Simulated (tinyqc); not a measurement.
## Read current of a NAND string, cells in series solved by shooting: read current against the number of cells

Cells in series, numbered from 0 at the source line (0 V) to the bit line, each followed by a gap resistance Rg. A cell with gate Vg, threshold VT, source Vs and drain Vd passes I = 2 nf K Vt^2 [F(Vs) - F(Vd)]/(1 + th max(Vg - VT, 0)), F(V) = ln^2(1 + exp((Vg - VT - nf V)/(2 nf Vt))). The selected cell has Vg = Vr, the others Vg = Vp.

For a trial current I start at 0 V and, cell by cell, solve for the drain: sqrt(F(Vd)) = sqrt(F(Vs) - I/k), k = 2 nf K Vt^2/(1 + th max(Vg - VT, 0)), Vd = [Vg - VT - 2 nf Vt ln(exp(sqrt F) - 1)]/nf, then add I Rg. The string current is the I for which the last node reaches Vbl. The apparent threshold is the Vr at which I = Is. Background: all other cells erased (VT = Ve) or all in the highest state (VT = Vh); ratio and shift are high over erased and high minus erased. The selected cell is in the middle, cell n/2.

Parameters, values chosen for the exercise; values of the order met in vertical NAND strings:
```
symbol  value    unit                                 meaning
T         358       K                             temperature
K          14  uA/V^2                   gain factor of a cell
nf        1.3                                    slope factor
th       0.08     1/V               mobility reduction factor
Rg          1    kohm     resistance of the gap between cells
Vbl       0.7       V                        bit-line voltage
Vp        7.7       V                            pass voltage
Ve         -2       V             threshold of an erased cell
Vh        4.3       V          threshold of the highest state
Vx          2       V          threshold of the selected cell
Is         20      nA                         sensing current
Vr       3.74       V  read voltage on the selected word line
```

Constants: q = 1.602176634e-19 C, kB = 1.380649e-23 J/K, Vt = kB T/q. Results are converted to the units shown.

Read current against the number of cells:
columns A: n; B: I, others erased (uA); C: I, others high (uA); D: ratio; E: apparent VT, erased (V); F: apparent VT, high (V); G: background shift (mV)
```
A         B       C       D      E      F      G
8     4.152   2.433  0.5860  2.012  2.013  1.427
16    2.451   1.292  0.5271  2.013  2.016  2.855
32    1.344  0.6659  0.4954  2.016  2.022  5.720
64   0.7059  0.3381  0.4789  2.022  2.034  11.47
96   0.4786  0.2265  0.4734  2.028  2.045  17.26
128  0.3620  0.1703  0.4706  2.034  2.057  23.09
192  0.2434  0.1139  0.4678  2.046  2.081  34.85
```

What does the comparison show?

With erased neighbours the current falls from 4.15 to 0.243 uA, as n^(-0.76) between the first two rows and n^(-0.98) between the last two (-1 once the series resistance rules). The ratio falls from 0.586 to 0.468 and the background shift rises from 1.43 to 34.8 mV.

Numbers from tinyqc (`OMP_NUM_THREADS=1 python tinyqc.py 2142201 2142202 out.jsonl`; about 0.7 s on one thread of a shared Intel Xeon 2.30GHz).
